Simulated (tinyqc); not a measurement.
# Resistive memory cell, filament-gap model with Joule heating: several studies

A tunnelling gap g separates the tip of a filament from the electrode. I = I0 exp(-g/g0) sinh(Vd/V0), with Vd = V - I Rs on the device; T = T0 + Rth Vd I at once; the gap closes as dg/dt = -nu exp(-q Ea/(kB T)) sinh(al q Vd/(kB T)). All constants are fitting values of a compact model.

Inputs (values chosen for the exercise):
- T0 = 358 K (ambient temperature)
- I0 = 0.33 mA (current scale)
- g0 = 0.27 nm (tunnelling length)
- V0 = 0.29 V (voltage scale)
- nu = 10 m/s (attempt velocity)
- Ea = 0.63 eV (activation energy)
- al = 0.57 (barrier lowering per volt on the device)
- Rth = 7.6e5 K/W (thermal resistance)
- Rs = 2000 ohm (series resistance)
- gi = 1.7 nm (gap at the start)
- gf = 0.5 nm (gap that counts as set)
- V = 0.65 V (pulse voltage)

Constants: q = 1.602176634e-19 C, kB = 1.380649e-23 J/K. Results are converted to the units shown.

Each table varies one quantity; the others keep the values above.

## The course of a set pulse

For each gap Vd is solved self-consistently; the time to reach g is the integral of dg/|dg/dt| from g to gi.

Result of one run:
```
g (nm)	Vd (V)	I (uA)	T (K)	-dg/dt (nm/ns)	time (ns)
0.5	0.4320	109.0	393.8	6.128e-5	3767
```

What becomes of these results when the gap g is changed from 0.5 to 0.84 nm, all else the same?

Result of the changed run:
```
g (nm)	Vd (V)	I (uA)	T (K)	-dg/dt (nm/ns)	time (ns)
0.84	0.5532	48.42	378.4	3.214e-4	1263
```

The whole series:
```
g (nm)	Vd (V)	I (uA)	T (K)	-dg/dt (nm/ns)	time (ns)
1.53	0.6398	5.120	360.5	9.760e-4	168.6
1.36	0.6313	9.328	362.5	8.772e-4	351.5
1.19	0.6167	16.63	365.8	7.287e-4	562.7
1.01	0.5909	29.54	371.3	5.239e-4	851.4
0.84	0.5532	48.42	378.4	3.214e-4	1263
0.67	0.5001	74.94	386.5	1.589e-4	2016
0.5	0.4320	109.0	393.8	6.128e-5	3767
```

As the gap closes from 1.53 to 0.5 nm, the current rises from 5.12 to 109 uA, Vd falls from 0.640 to 0.432 V, T rises from 360 to 394 K and the rate falls from 9.76e-4 to 6.13e-5 nm/ns. The series resistance takes voltage from the cell faster than heating helps, so the set limits itself. The first row takes 4.5 % of the whole time.

## Effect of the series resistance on the set time

Same model as above.

The set time is the integral of dg/|dg/dt| from gf to gi, with Vd solved for each gap; the second column repeats it with Rth = 0.

Result of one run:
```
Rs (ohm)	set time (s)	without heating (s)	higher T of the two ends (K)	I at gf (uA)
1000	1.543e-6	3.108e-6	413.3	143.8
```

What becomes of these results when the series resistance Rs is changed from 1000 to 5000 ohm, all else the same?

Result of the changed run:
```
Rs (ohm)	set time (s)	without heating (s)	higher T of the two ends (K)	I at gf (uA)
5000	3.026e-5	5.224e-5	374.0	67.40
```

The whole series:
```
Rs (ohm)	set time (s)	without heating (s)	higher T of the two ends (K)	I at gf (uA)
200	8.140e-7	1.325e-6	454.1	207.9
500	1.015e-6	1.827e-6	433.2	176.1
1000	1.543e-6	3.108e-6	413.3	143.8
2000	3.767e-6	7.945e-6	393.8	109.0
5000	3.026e-5	5.224e-5	374.0	67.40
10000	2.052e-4	2.821e-4	365.2	43.05
```

As Rs goes from 200 to 10000 ohm, the set time rises from 8.14e-7 to 2.05e-4 s, a span of 2.4 decades; heating shortens it by a factor of 1.63 in the first row and 1.37 in the last.

## Effect of the pulse voltage on the set time

Same model as above.

Effect of the pulse voltage on the set time:
```
V (V)	set time (s)	without heating (s)	higher T of the two ends (K)	I at gf (uA)
0.26	0.002020	0.002228	363.1	35.98
0.33	6.154e-4	7.263e-4	366.4	46.97
0.39	2.253e-4	2.866e-4	370.0	57.05
0.46	7.135e-5	1.011e-4	375.0	69.67
0.52	2.728e-5	4.321e-5	380.1	81.28
0.59	9.212e-6	1.691e-5	387.0	95.77
0.65	3.767e-6	7.945e-6	393.8	109.0
0.72	1.395e-6	3.483e-6	402.7	125.4
```

As V goes from 0.26 to 0.72 V, the set time falls from 0.00202 to 1.39e-6 s, a span of 3.2 decades; heating shortens it by a factor of 1.10 in the first row and 2.50 in the last. On average a decade costs 146 mV, against (kB T0/q) ln 10/al = 125 mV from barrier lowering alone.

tinyqc, about 0.07 s, one thread, Intel Xeon 2.30GHz (shared host): `OMP_NUM_THREADS=1 python tinyqc.py 2880023 2880024 out.jsonl`
